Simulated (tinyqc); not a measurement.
Froehlich polaron in a polar crystal: one step, computed by the program tinyqc. Command: `OMP_NUM_THREADS=1 python tinyqc.py 3009615 3009616 out.jsonl frohlich walk`. One thread of a shared host (Intel(R) Xeon(R) Processor @ 2.30GHz), about 0.05 s of CPU time with the checks.

One electron in a parabolic band of mass m*, coupled to dispersionless LO phonons in the continuum model. Energies are in units of hbar omega unless marked, wave numbers in k_0 = sqrt(2 m* omega/hbar).

Problem. Second-order perturbation theory. At T = 0 and k < k_0: E(k) = (k/k_0)^2 - alpha arcsin(k/k_0)/(k/k_0); so E(0) = -alpha, 1/m_p = (1 - alpha/6)/m*, and the mean number of phonons in the cloud at k = 0 is alpha/2. The Lee-Low-Pines variational state gives the same E(0) and m_p = m* (1 + alpha/6).

Inputs (values chosen for the exercise, for a model crystal): LO phonon energy hbar omega = 32.6 meV; electron wave number k/k_0 = 0.14.

coupling constant alpha = 0.8612485

Give: energy shift at k = 0; E(k); m*/m_p, second order; m_p/m*, Lee-Low-Pines; phonons in the cloud.

Solution.

energy shift at k = 0 = -28.08 meV

E(k) = -0.8445 hbar omega

m*/m_p, second order = 0.8565

m_p/m*, Lee-Low-Pines = 1.144

phonons in the cloud = 0.4306
